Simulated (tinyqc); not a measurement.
Inside a calculation. Model: size effects in the resistivity of thin metal films and interconnect lines. Computed by tinyqc, a small Python program that keeps every step. Command: `OMP_NUM_THREADS=1 python tinyqc.py 3026917 3026918 out.jsonl size walk`. One thread of a shared host (Intel(R) Xeon(R) Processor @ 2.30GHz), about 0.01 s of CPU time with the checks. Intermediate numbers are printed to about 5 digits and carried at full precision; extremes and crossings named in words are read from the listed rows.

Electrons lose their drift at surfaces (a share 1 - p of the hits) and at grain boundaries (reflection R), besides bulk scattering.

Inputs (values chosen for the exercise, modelled on molybdenum):
```
quantity                     value         unit
bulk resistivity rho_b        5.47  microohm cm
bulk mean free path lambda    11.3           nm
specularity p                 0.68            -
grain-boundary reflection R   0.58            -
film thickness h               7.2           nm
grain size over thickness        3            -
```

Geometry: film.

## Grain size

D = (ratio) h.

grain size D = 21.6 nm

## Grain boundaries

Mayadas-Shatzkes: alpha = (lambda/D) R/(1 - R); rho_b/rho = 1 - 3 alpha/2 + 3 alpha^2 - 3 alpha^3 ln(1 + 1/alpha).

alpha = 0.72244

rho/rho_b from grains = 2.0029

The linear estimate 1 + 3 alpha/2 gives 2.084, 4 % high; at large alpha the slope is 4/3.

## Surfaces

Fuchs-Sondheimer film: rho_b/rho = 1 - (3/(2 kappa))(1 - p) int_0^1 (s - s^3)(1 - exp(-kappa/s))/(1 - p exp(-kappa/s)) ds, f = rho/rho_b, kappa = thickness/lambda, 80 Gauss-Legendre points.

kappa = h/lambda = 0.63717

rho/rho_b from surfaces = 1.1982

The thick-film form 1 + 3 (1 - p)/(8 kappa) gives 1.188, a deviation of -0.8 %.

## Resistivity of the film

Both together (Mayadas-Shatzkes film): rho_b/rho = (rho_b/rho of the grains alone) - (6/(pi kappa))(1 - p) int_0^(pi/2) dphi int_0^1 ds (cos^2 phi/H^2)(s - s^3)(1 - exp(-kappa H/s))/(1 - p exp(-kappa H/s)), H = 1 + alpha/(cos phi sqrt(1 - s^2)), 40 x 80 Gauss-Legendre points. Sheet resistance rho/h; additive estimate rho_b (f_surface + f_grain - 1).

resistivity rho = 11.970 microohm cm

sheet resistance = 16.625 ohm

additive estimate = 12.040 microohm cm

error of the additive estimate = 0.58667 %

Adding the two excesses (Matthiessen's rule) is 0.6 % high.

## Exact and approximate surface terms

Thick-film form 1 + 3 (1 - p)/(8 kappa); thin-film form (4/3)((1 - p)/(1 + p))/(kappa ln(1/kappa)).

Rho/rho_b:
```
kappa  h (nm)   exact  thick-film form  thin-film form
0.01    0.113  7.9356           13.000          5.5149
0.02    0.226  4.9749            7.000          3.2460
0.05    0.565  2.8909            3.400          1.6955
0.1      1.13  2.0608            2.200          1.1030
0.2      2.26  1.5812            1.600          0.7890
0.5      5.65  1.2501            1.240               -
1        11.3  1.1272            1.120               -
2        22.6  1.0630            1.060               -
5        56.5  1.0246            1.024               -
10        113  1.0121            1.012               -
```

The thick-film form is within 5 % down to kappa = 0.2; at kappa = 0.01 it is 1.64 times the exact value and the thin-film form 0.69 times. The resistivity doubles between 1.13 and 2.26 nm. Rows thinner than about 5 nm only illustrate the formulas.

Checks made by the program: grain-boundary formula against its angular integral 3 int_0^1 c^3/(c + alpha) dc (relative difference below 1e-10); combined formula at alpha -> 0 against Fuchs-Sondheimer (relative difference 1e-07).
